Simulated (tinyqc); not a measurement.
# Hot electrons in a saturated n-channel MOSFET, lucky-electron model: effect of the oxide thickness

Beyond pinch-off the lateral field grows as Esat cosh(y/l) over the velocity-saturated region (pseudo-two-dimensional model). Impact ionisation in this region gives the substrate current, which biases the body forward through Rsub. Currents are per width. Local-field laws: they overstate ionisation when the field peak is narrower than an energy relaxation length.

Cox = 3.9 eps0/tox, l = sqrt(3 tox xj), Esat = 2 vs/mu. Overdrive g = Vg - VT + kb Vb; Vdsat = g Esat L/(g + Esat L); Id = Cox vs (g - Vdsat); dV = Vd - Id Rd - Vdsat; Em = sqrt((dV/l)^2 + Esat^2); Isub = Id (Ai/Bi) l Em exp(-Bi/Em). Vb = Rsub Isub is solved self-consistently. Lifetime tau = (Hl/Id)(Isub/Id)^(-m); 1 year = 3.15576e7 s.

Parameters, values chosen for the exercise; values close to those of silicon n-channel devices: channel length L = 0.18 um; junction depth xj = 68 nm; threshold VT = 0.69 V; effective mobility mu = 300 cm^2/(V s); saturation velocity vs = 9e6 cm/s; ionisation prefactor Ai = 2e6 1/cm; ionisation field Bi = 1.87 MV/cm; resistance of the lightly doped drain Rd = 200 ohm um; substrate resistance Rsub = 5800 ohm um; fall of VT per volt of forward body bias kb = 0.29; lifetime exponent m = 2.9; lifetime constant Hl = 7100 s uA/um; drain voltage Vd = 1.6 V; gate voltage Vg = 0.8 V.

Constants: eps0 = 8.8541878128e-14 F/cm where lengths are in cm. Results are converted to the units shown.

Result of one run:
```
tox (nm)  Id (uA/um)  Em (MV/cm)  Isub (uA/um)  Isub/Id  tau (years)
2.3            14.37      0.6929         1.551   0.1080     0.009955
```

What becomes of these results when the oxide thickness tox is changed from 2.3 to 5.5 nm, all else the same?

Result of the changed run:
```
tox (nm)  Id (uA/um)  Em (MV/cm)  Isub (uA/um)  Isub/Id  tau (years)
5.5            5.770      0.4515        0.1483  0.02570        1.593
```

The whole series:
```
tox (nm)  Id (uA/um)  Em (MV/cm)  Isub (uA/um)   Isub/Id  tau (years)
2.3            14.37      0.6929         1.551    0.1080     0.009955
2.9            11.18      0.6183        0.8732   0.07813      0.03271
3.6            8.905      0.5559        0.4965   0.05575       0.1092
4.4            7.242      0.5037        0.2854   0.03941       0.3675
5.5            5.770      0.4515        0.1483   0.02570        1.593
6.8            4.657      0.4070       0.07626   0.01637        7.294
8.4            3.766      0.3671       0.03757  0.009975        37.97
```

As tox goes from 2.3 to 8.4 nm, Em falls from 0.693 to 0.367 MV/cm, Isub falls from 1.55 to 0.0376 uA/um and tau rises from 0.00996 to 38.0 years. From the first row to the last, log10(tau) changes by 3.6: 3.0 from (Isub/Id)^(-m), which holds Em and l, and 0.58 from 1/Id. At tox = 2.3 nm Isub/Id passes 0.1, where multiplication of the secondary carriers, left out here, counts.

tinyqc, about 0.01 s, one thread, Intel Xeon 2.30GHz (shared host): `OMP_NUM_THREADS=1 python tinyqc.py 2550114 2550115 out.jsonl`
